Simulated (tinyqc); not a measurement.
Longitudinal sound in a periodic multilayer: transfer matrices, stop bands and folded phonons. Changing the density rho_2. Computed by tinyqc, a small Python program. Command: `OMP_NUM_THREADS=1 python tinyqc.py 3001921 3001922 out.jsonl multilayer sweep`. One thread of a shared host (Intel(R) Xeon(R) Processor @ 2.30GHz), about 0.01 s of CPU time with the checks.

Layers 1 and 2 repeat with period d = d_1 + d_2; waves travel normal to the layers, without loss. State vector (u, s): displacement u and stress divided by omega. Impedances Z = rho v are in 1e6 kg/(m^2 s).

Inputs (values chosen for the exercise, modelled on silica (layer 1), platinum (layer 2) and silica (substrate)):
```
quantity            value    unit
density rho_1        2.23  g/cm^3
velocity v_1         6090     m/s
thickness d_1        8.44      nm
velocity v_2         4030     m/s
thickness d_2        5.77      nm
substrate density    2.23  g/cm^3
substrate velocity   6040     m/s
periods N               4       -
```

Method:
- Z = rho v; interface reflection r = (Z_2 - Z_1)/(Z_2 + Z_1) (stress amplitude, from 1 into 2); Bragg frequency f_B = 1/[2 (d_1/v_1 + d_2/v_2)]; long-wave velocity v_eff = d/sqrt[(d_1/v_1)^2 + (d_2/v_2)^2 + (Z_1/Z_2 + Z_2/Z_1)(d_1/v_1)(d_2/v_2)].
- A layer maps (u, s) by [[cos p, sin p/Z], [-Z sin p, cos p]], p = 2 pi f d_i/v_i; one period is M = M_2 M_1, and cos(q d) = trace(M)/2.
- For N periods A = M^N. A wave comes from a thick layer of material 1 and leaves into the substrate (Z_s): transmitted power T = 4 Z_1 Z_s/|Z_1 A_22 + Z_s A_11 - i (Z_1 Z_s A_12 - A_21)|^2, reflected power R = 1 - T.
- Gap m contains m f_B; its edges, where trace(M)/2 = (-1)^m, are found by root search. Weak-contrast estimate of the width: (4 f_B/pi) |r sin(m pi a)|, a = (d_1/v_1)/(d_1/v_1 + d_2/v_2).

One run for each value; columns: (1) density rho_2 (g/cm^3); (2) width/f_B (%); (3) transmitted power at f_B; (4) interface reflection r; (5) long-wave velocity v_eff (m/s):
```
(1)       (2)         (3)      (4)     (5)
3.71     6.12  8.6299e-01  0.04804  5037.4
5.22    27.63  1.1295e-01  0.21538  4924.9
7.34    48.33  7.8154e-03  0.37069  4684.0
10.30   67.67  5.2202e-04  0.50696  4347.3
14.50   85.57  3.3867e-05  0.62284  3945.8
20.40  101.64  2.2073e-06  0.71646  3518.6
40.40  128.31  9.3344e-09  0.84602  2689.1
```

Give the missing row, density rho_2 (g/cm^3) = 28.70.

Computed row; columns: (1) density rho_2 (g/cm^3); (2) width/f_B (%); (3) transmitted power at f_B; (4) interface reflection r; (5) long-wave velocity v_eff (m/s):
```
(1)       (2)         (3)      (4)     (5)
28.70  115.86  1.4387e-07  0.78984  3093.3
```

Interpolating between the two neighbouring rows (the first column on a logarithmic scale, the others too where they are positive) misses most in width/f_B (%), by 1.4 %. Over the rows, width/f_B (%) rises from 6.12 to 128 (exponent d ln y / d ln x 4.4 between the first rows and 0.30 between the last); transmitted power at f_B falls from 0.863 to 9.33e-9 (exponent d ln y / d ln x -6.0 between the first rows and -8.0 between the last); interface reflection r rises from 0.0480 to 0.846 (exponent d ln y / d ln x 4.4 between the first rows and 0.20 between the last). Contrast widens the gap and deepens it; it also slows long waves, since the soft layer sets the stiffness and the heavy one the mass.

Caution (rows 28.7, 40.4): so small a transmitted power at f_B holds only for perfect layers and strictly normal incidence.
